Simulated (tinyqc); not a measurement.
On-chip interconnect, size-dependent resistivity and RC delay: one step of the calculation.

A rectangular line between two neighbours and two ground planes. Surface and grain-boundary scattering are added to the bulk resistivity as corrections; capacitances are parallel-plate values without fringing; inductance is ignored.

Task. Ladder and Elmore delays. 6 equal pi sections: series Rs = r Lw/6; node capacitances c Lw/6, halved at nodes 0 and 6, with Cl added to node 6; Rd feeds node 0. Elmore delay of node k: the sum, over the resistors on the path to k, of resistance times all capacitance downstream of it.

Parameters, values chosen for the exercise; metal values close to those of copper:

| symbol | value | unit | meaning |
|---|---|---|---|
| Lw | 53 | um | line length |
| Rd | 330 | ohm | driver resistance |
| Cl | 0.27 | fF | load capacitance |

r = 5.3659618 ohm/um
c = 0.089904061 fF/um

Wanted: Rs; C; Elmore delay.

Result.

Rs = 47.399 ohm
C, node 0 to 6 (fF): [0.39708, 0.79415, 0.79415, 0.79415, 0.79415, 0.79415, 0.66708]
Elmore delay, node 0 to 6 (ps): [1.6615, 1.8814, 2.0635, 2.2081, 2.3150, 2.3843, 2.4159]

The far-end value equals Rd (c Lw + Cl) + r Lw (c Lw/2 + Cl) for any number of pi sections; the line resistance contributes 31.2 % of it.

Computed by the program tinyqc: `OMP_NUM_THREADS=1 python tinyqc.py 2100156 2100157 out.jsonl`, one thread of a shared Intel Xeon 2.30GHz, about 0.01 s for the whole run.
